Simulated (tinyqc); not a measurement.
From results back to parameters: Boltzmann transport in a parabolic band with a power-law relaxation time. Three cases, with inputs chosen for the exercise.

Problem. The Seebeck coefficient and the Hall density nH = n/rH are given; md is hidden (a Pisarenko analysis).

F_j(eta) = (1/Gamma(j + 1)) integral_0^infinity x^j dx/(1 + exp(x - eta)), which tends to exp(eta) for eta << 0.

n = N F_1/2(eta) with N = 2 (m kB T/(4 pi c))^(3/2) with c = hbar^2/2m0, in 1/angstrom^3; times 1e24 for 1/cm^3, m = md.

tau = tau0 x^r with x = E/kT. With K_j = Gamma(j + 1) F_j(eta): <tau> = tau0 (r + 3/2) K_(r+1/2)/((3/2) K_(1/2)); mu = <tau>/(mc m0/e), m0/e = 5.685630e-12 kg/C; Hall factor rH = (3/2) K_(1/2) (2r + 3/2) K_(2r+1/2)/((r + 3/2) K_(r+1/2))^2; Seebeck S = -(kB/e) [(r + 5/2) K_(r+3/2)/((r + 3/2) K_(r+1/2)) - eta]; Lorenz number L = (kB/e)^2 [(r + 7/2) K_(r+5/2)/((r + 3/2) K_(r+1/2)) - ((r + 5/2) K_(r+3/2)/((r + 3/2) K_(r+1/2)))^2]; kB/e in V/K. Valley anisotropy is left out of rH.

Constants: hbar^2/2m0 = 3.80998211 eV angstrom^2; kB = 8.617333262e-05 eV/K.

Case 1.

Values chosen (out of a larger set: masses near those of GaN; tau0 is set for a mobility of the usual size at this n, kL is a free input; freeze-out and phonon drag, which matter near 77 K, are left out; not measured data): r = 1.5 (exponent of tau); T = 400 K.

S = -741.481 microvolt/K
nH = 1.7099e+16 1/cm^3

Case 2.

Values chosen (out of a larger set: masses near those of GaAs; tau0 is set for a mobility of the usual size at this n, kL is a free input; freeze-out and phonon drag, which matter near 77 K, are left out; not measured data): r = 1.5 (exponent of tau); T = 77 K.

S = -816.993 microvolt/K
nH = 1.1389e+14 1/cm^3

Case 3.

Values chosen (out of a larger set: masses near those of Si; tau0 is set for a mobility of the usual size at this n, kL is a free input; freeze-out and phonon drag, which matter near 77 K, are left out; not measured data): r = 1.5 (exponent of tau); T = 77 K.

S = -278.013 microvolt/K
nH = 4.3405e+18 1/cm^3

Find: eta; rH; n; md.

Solution. S depends on eta alone and |S| falls steadily with it; eta gives rH and so n, and N = n/F_1/2(eta) gives md from N proportional to md^(3/2).

Case 1.

eta = -4.60
rH = 1.930
n = 3.3e+16 1/cm^3
md = 0.194 m0

Case 2.

eta = -5.48
rH = 1.932
n = 2.2e+14 1/cm^3
md = 0.064 m0

Case 3.

eta = 1.30
rH = 1.567
n = 6.8e+18 1/cm^3
md = 1.060 m0

Computed by tinyqc, one run a case: `OMP_NUM_THREADS=1 python tinyqc.py N N+1 out.jsonl` with N = 1651151, 1651166, 1651173; one thread of a shared Intel(R) Xeon(R) Processor @ 2.30GHz, about 0.01 s a run at most.
